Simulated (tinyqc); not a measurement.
# Margin needed against array size

Cells fail independently with probability Q(k) = erfc(k/sqrt(2))/2 when the margin is k standard deviations, and Y = exp(-Nb Q(k)). phi = exp(-k^2/2)/sqrt(2 pi).  k solves Y = exp(-Nb Q(k)); the estimate is sqrt(2 ln(Nb/(-ln Y))).

Inputs (values chosen for the exercise):
```
symbol  value  unit       meaning
Y       0.971        wanted yield
```

Margin needed against array size:
```
Nb           allowed Q      k  estimate
1024          2.874e-5  4.023     4.573
16384         1.796e-6  4.634     5.144
262144        1.123e-7  5.178     5.657
4194304       7.016e-9  5.673     6.128
67108864     4.385e-10  6.130     6.565
1073741824   2.741e-11  6.557     6.974
17179869184  1.713e-12  6.959     7.361
```

A 1.68e7-fold larger array raises k only from 4.02 to 6.96; the last factor of 16 costs 0.40 standard deviations. The estimate, which drops the factor 1/(k sqrt(2 pi)) of the tail, is 14 % above k in the first row and 5.8 % above it in the last.

tinyqc, about 0.01 s, one thread, Intel Xeon 2.30GHz (shared host): `OMP_NUM_THREADS=1 python tinyqc.py 2090098 2090099 out.jsonl`
